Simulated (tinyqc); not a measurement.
Critical temperature from a phonon spectrum: McMillan, Allen-Dynes and the linearised Eliashberg equation: one step, computed by the program tinyqc.

alpha^2 F(omega) = sum_i (lambda_i omega_i/2) delta(omega - omega_i), so that lambda = 2 int alpha^2 F/omega d omega = sum_i lambda_i.

Problem. McMillan and Allen-Dynes. McMillan form: k_B T_c = (omega_log/1.2) exp[-1.04 (1 + lambda)/(lambda - mu* (1 + 0.62 lambda))]. Allen-Dynes multiplies it by f1 f2: f1 = [1 + (lambda/L1)^(3/2)]^(1/3), L1 = 2.46 (1 + 3.8 mu*); f2 = 1 + (omega_rms/omega_log - 1) lambda^2/(lambda^2 + L2^2), L2 = 1.82 (1 + 6.3 mu*) omega_rms/omega_log.

Inputs (values chosen for the exercise, for a model metal): Coulomb pseudopotential mu* = 0.15.

Peaks in alpha^2 F: three.

lambda = 0.907

omega_rms = 16.60234 meV

omega_log = 14.04007 meV

Constants: k_B = 8.617333262e-05 eV/K.

Give: T_c, McMillan form; f1; f2; T_c, Allen-Dynes.

Solution.

T_c, McMillan form = 7.117 K

f1 = 1.037

f2 = 1.008

T_c, Allen-Dynes = 7.438 K

The two corrections raise T_c by 4.5 %.
